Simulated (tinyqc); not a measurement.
# Worked calculation: p-n diode, drift-diffusion by the Gummel loop with Scharfetter-Gummel fluxes

Computed by the program tinyqc: `OMP_NUM_THREADS=1 python tinyqc.py 2240082 2240083 out.jsonl`, one thread of a shared Intel Xeon 2.30GHz, about 0.2 s for the whole run. Printed values are rounded.

Abrupt junction at x = 0, p side from -Lp, n side to Ln, ohmic contacts. psi is counted from the intrinsic level; n = ni exp((psi - phin)/Vt), p = ni exp((phip - psi)/Vt). Contacts: p side psi = V - Vt ln(Na/ni), p = Na, n = ni^2/Na; n side psi = Vt ln(Nd/ni), n = Nd, p = ni^2/Nd. Constant mobilities, D = mu Vt, Boltzmann statistics, SRH recombination through a mid-gap level, U = (n p - ni^2)/(tp (n + ni) + tn (p + ni)). Current is positive from the p contact to the n contact.

Parameters, values chosen for the exercise; band and dielectric values close to those of gallium arsenide: temperature T = 300 K; band gap Eg = 1.45 eV; relative permittivity eps_r = 13.2; conduction-band density of states at T Nc = 4.47e17 cm^-3; valence-band density of states at T Nv = 8.94e18 cm^-3; acceptor density of the p side Na = 7.9e16 cm^-3; donor density of the n side Nd = 5.7e15 cm^-3; electron mobility mun = 5500 cm^2/(V s); hole mobility mup = 340 cm^2/(V s); SRH lifetime of electrons tn = 2e-9 s; SRH lifetime of holes tp = 6e-7 s; uniform generation rate G = 0 cm^-3 s^-1; bias of the p contact V = 0.53 V.

Constants: q = 1.602176634e-19 C, kB = 1.380649e-23 J/K, Vt = kB T/q, eps0 = 8.8541878128e-14 F/cm where lengths are in cm. Results are converted to the units shown.

## Intrinsic density and built-in voltage

ni = sqrt(Nc Nv) exp(-Eg/(2 Vt)), Eg in volts; Vbi = Vt ln(Na Nd/ni^2).

ni = 1.322387e6 cm^-3
Vbi = 1.214981 V

## Round 1: Poisson equation

```
node  x (nm)  phin at the start (V)  phip at the start (V)
0      -2500                   0.53                   0.53
1      -1400                      0                   0.53
2       -774                      0                   0.53
3       -413                      0                   0.53
4       -206                      0                   0.53
5      -87.5                      0                   0.53
6      -19.5                      0                   0.53
7       19.5                      0                   0.53
8       81.4                      0                   0.53
9        180                      0                   0.53
10       336                      0                   0.53
11       583                      0                   0.53
12       976                      0                   0.53
13      1600                      0                      0
```

With phin and phip held, solve a_i (psi_(i+1) - psi_i) - a_(i-1) (psi_i - psi_(i-1)) + q w_i (p_i - n_i + C_i) = 0 for the inner nodes by Newton steps to convergence; a_i = eps0 eps_r/h_i, h_i = x_(i+1) - x_i, w_i = (h_(i-1) + h_i)/2, C = -Na or +Nd.

```
node     psi (V)  n after Poisson (cm^-3)  p after Poisson (cm^-3)
0     -0.1114728              2.213554e-5                   7.9e16
1     -0.1114728                 17729.57                   7.9e16
2     -0.1114728                 17729.57              7.900000e16
3     -0.1114728                 17729.59              7.899991e16
4     -0.1114652                 17734.75              7.897692e16
5     -0.1108506                 18161.44              7.712141e16
6     -0.0941682                 34626.00              4.045041e16
7      0.0256616               3.568250e6              3.925274e14
8      0.1897714               2.038812e9              6.869862e11
9      0.3893451              4.592694e12               3.049704e8
10     0.5500528              2.300588e15               6.088166e5
11     0.5725732              5.497491e15               2.547773e5
12     0.5734933              5.696676e15               2.458690e5
13     0.5735084                   5.7e15              3.067908e-4
```

## Round 1: electron continuity

With psi and p held, F_i = (mun Vt/h_i) [n_(i+1) B(d_i) - n_i B(-d_i)], d_i = (psi_(i+1) - psi_i)/Vt, B(d) = d/(exp(d) - 1); solve F_i - F_(i-1) = w_i [(n_i p_i - ni^2)/den_i - G] for the new n, with den = tp (n + ni) + tn (p + ni) taken at the old n and p, h_i = x_(i+1) - x_i, w_i = (h_(i-1) + h_i)/2; phin = psi - Vt ln(n/ni).

```
node  new n (cm^-3)  phin after round 1 (V)
0       2.213554e-5               0.5300000
1          7668.822               0.0216658
2          12178.77               0.0097085
3          14855.87               0.0045717
4          16426.19               0.0019815
5          17739.75               0.0006073
6          34559.17               0.0000499
7        3.568045e6               0.0000015
8        2.038773e9               0.0000005
9       4.592694e12               0.0000000
10      2.300588e15               0.0000000
11      5.497491e15               0.0000000
12      5.696676e15               0.0000000
13           5.7e15               0.0000000
```

## Round 1: hole continuity

With psi and the new n held, F_i = (mup Vt/h_i) [p_(i+1) B(-d_i) - p_i B(d_i)], d_i = (psi_(i+1) - psi_i)/Vt, B(d) = d/(exp(d) - 1); solve F_i - F_(i-1) = w_i [(n_i p_i - ni^2)/den_i - G] for the new p, with den = tp (n + ni) + tn (p + ni) taken at the new n and the old p, h_i = x_(i+1) - x_i, w_i = (h_(i-1) + h_i)/2; phip = psi + Vt ln(p/ni).

```
node  new p (cm^-3)  phip after round 1 (V)
0            7.9e16               0.5300000
1       7.900000e16               0.5300000
2       7.900000e16               0.5300000
3       7.899991e16               0.5300000
4       7.897691e16               0.5300000
5       7.712141e16               0.5300000
6       4.045041e16               0.5300000
7       3.925274e14               0.5300000
8       6.869857e11               0.5300000
9        3.049666e8               0.5299997
10       6.035782e5               0.5297766
11       2.181859e5               0.5259918
12       1.300599e5               0.5135373
13      3.067908e-4               0.0000000
```

## Course of the Gummel loop

Stop when phin and phip change by less than 1e-8 V, or after 80 rounds. J = Jn at the p contact + Jp at the n contact + q sum w_i U_i - q G sum w_i over the inner nodes, which avoids differences of large majority fluxes: Jn = (q mun Vt/h_0)[n_1 B(d_0) - n_0 B(-d_0)], Jp = (q mup Vt/h_last)[p_(N-1) B(d_last) - p_N B(-d_last)], d_i = (psi_(i+1) - psi_i)/Vt, B(d) = d/(exp(d) - 1), w_i = (h_(i-1) + h_i)/2.

Course of the iteration:
```
round   J (A/cm^2)  largest change of phin, phip (V)
1      7.003433e-7                            0.0217
2      7.003433e-7                          1.54e-11
```

Converged in 2 rounds.

## Recombination and current

```
node  converged psi (V)  converged n (cm^-3)  converged p (cm^-3)
0            -0.1114728          2.213554e-5               7.9e16
1            -0.1114728             7668.822               7.9e16
2            -0.1114728             12178.77          7.900000e16
3            -0.1114728             14855.87          7.899991e16
4            -0.1114652             16426.19          7.897692e16
5            -0.1108506             17739.75          7.712141e16
6            -0.0941682             34559.17          4.045041e16
7             0.0256616           3.568045e6          3.925274e14
8             0.1897714           2.038773e9          6.869857e11
9             0.3893451          4.592694e12           3.049666e8
10            0.5500528          2.300588e15           6.035782e5
11            0.5725732          5.497491e15           2.181859e5
12            0.5734933          5.696676e15           1.300599e5
13            0.5735084               5.7e15          3.067908e-4
```

U_i as defined. J = Jn at the p contact + Jp at the n contact + q sum w_i U_i - q G sum w_i over the inner nodes, which avoids differences of large majority fluxes: Jn = (q mun Vt/h_0)[n_1 B(d_0) - n_0 B(-d_0)], Jp = (q mup Vt/h_last)[p_(N-1) B(d_last) - p_N B(-d_last)], d_i = (psi_(i+1) - psi_i)/Vt, B(d) = d/(exp(d) - 1), w_i = (h_(i-1) + h_i)/2.

U, node 0 to 13 (cm^-3 s^-1): 0  3.834411e12  6.089384e12  7.427933e12  8.213094e12  8.869877e12  1.727959e13  1.784016e15  5.391036e17  5.082774e14  1.005964e12  3.636431e11  2.167664e11  0
Jn at the p contact = 1.588193e-9 A/cm^2
Jp at the n contact = 2.934374e-9 A/cm^2
recombination = 6.958207e-7 A/cm^2
generation = 0 A/cm^2
J = 7.003433e-7 A/cm^2

A 500-node mesh gives J = 3.039e-7 A/cm^2; this mesh differs from it by 4.0e-7 A/cm^2 (130 %).
